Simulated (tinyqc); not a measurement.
Cyclotron masses against the field direction: averaged masses of warped heavy- and light-hole bands.

Four-band hole energies E = c k^2 f(u), c = hbar^2/2m0, f = g1 -/+ 2 sqrt(g2^2 + 3 (g3^2 - g2^2) s), s = ux^2 uy^2 + uy^2 uz^2 + uz^2 ux^2 for the unit vector u; minus for heavy, plus for light holes; the mass along u is 1/f.

Inputs chosen for the exercise (out of a larger set: near those of Si; not measured data): g1 = 4.29 (Luttinger gamma1); g2 = 0.34 (gamma2); g3 = 1.44 (gamma3).

For the central orbit m_cyc is the mean of 1/f(u) over the directions u normal to B (360 points on the circle). B lies in the (1-10) plane at the angle from [001]; 54.7 degrees is [111], 90 is [110].

Masses (m0):
```
angle (degrees)   heavy   light
0.0              0.4152  0.1679
15.0             0.4430  0.1621
30.0             0.5061  0.1533
45.0             0.5558  0.1479
54.7             0.5641  0.1469
70.0             0.5540  0.1492
90.0             0.5408  0.1544
```

How do the results move, and what explains it?

The heavy mass is smallest at 0 and largest at 54.7 degrees of the angles listed, a spread of 36 %; the light mass varies by 14.3 %. The orbit normal to [001] has s between 0 and 1/4, the orbit normal to [111] has s = 1/4 all round, which gives 1/(g1 - sqrt(g2^2 + 3 g3^2)) = 0.5641. This is the classical limit; low Landau levels of holes depart from it.

Computed by tinyqc, a small Python program: `OMP_NUM_THREADS=1 python tinyqc.py 1050412 1050413 out.jsonl` (the numbers bound the seed that draws the inputs); one thread of a shared host (Intel(R) Xeon(R) Processor @ 2.30GHz), about 0.02 s for the whole set of steps.
